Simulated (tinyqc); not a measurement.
What moves the carrier density: donors with valley-orbit split 1s states.

Each donor binds at most one electron, in any of its states. For a site s, W_s = sum over its states of g exp(E/kT), and the ionised share is 1/(1 + W_s exp(eta)), eta = (EF - Ec)/kT; n = Nc F_1/2(eta); neutrality n + NA = ND x (mean ionised share); holes are neglected. Nc from N = 2 (m kB T/(4 pi c))^(3/2) with c = hbar^2/2m0, in 1/angstrom^3; times 1e24 for 1/cm^3, m = md. F_j(eta) = (1/Gamma(j + 1)) integral_0^infinity x^j dx/(1 + exp(x - eta)), which tends to exp(eta) for eta << 0.

Mobility (Caughey-Thomas form): mu = mu0 + (mu1 (T/300)^(-ga) - mu0)/(1 + ((ND + NA)/Nr)^de); rho = 1/(e n mu), e = 1.602176634e-19 C.

Constants: hbar^2/2m0 = 3.80998211 eV angstrom^2; kB = 8.617333262e-05 eV/K.

Parameters, chosen for this exercise (near those of P in Si; the results hold for these values, not for the real material):
- md = 1.085 m0 (density-of-states mass of the conduction band)
- E = (45.3, 33.5, 32.3) meV (binding energies of 1s(A1), 1s(T2), 1s(E))
- g = (2, 6, 4) (their degeneracies with spin)
- ND = 4.7e+15 1/cm^3 (donors)
- NA = 0 1/cm^3 (compensating acceptors, all ionised)
- T = 225 K
- mu0 = 64 cm^2/(V s) (mobility at heavy doping)
- mu1 = 1429 cm^2/(V s) (mobility at light doping and 300 K)
- Nr = 9.2e+16 1/cm^3 (reference doping)
- de = 0.72 (doping exponent)
- ga = 2.3 (temperature exponent)

All results formed anew. Each row changes one parameter from the base and keeps the others.

Results:
```
case                           eta  n (1/cm^3)  rho (ohm cm)
base                        -8.292   4.613e+15        0.5445
E = (50.3, 33.5, 32.3) meV  -8.294   4.606e+15        0.5453
md = 1.194 m0               -8.434   4.624e+15        0.5432
ND = 9.4e+15 1/cm^3         -7.617   9.063e+15        0.2955
NA = 4.7e+14 1/cm^3         -8.398   4.151e+15        0.6094
T = 255 K                   -8.474   4.641e+15        0.7210
Nr = 1.84e+17 1/cm^3        -8.292   4.613e+15        0.5226
```

The largest shifts from the base row, up to three for each result and ties (the steps differ in size, so this ranks the rows, not the parameters). eta: ND +0.675, T -0.182, md -0.141; unchanged at the printed digits by Nr. n (1/cm^3): ND +4.45e+15, NA -4.61e+14, T +2.85e+13; unchanged at the printed digits by Nr. rho (ohm cm): ND -0.249, T +0.177, NA +0.0649.

Computed by tinyqc, a small Python program: `OMP_NUM_THREADS=1 python tinyqc.py 1652068 1652069 out.jsonl` (the numbers bound the seed that draws the inputs); one thread of a shared host (Intel(R) Xeon(R) Processor @ 2.30GHz), about 0.01 s for the whole set of steps.
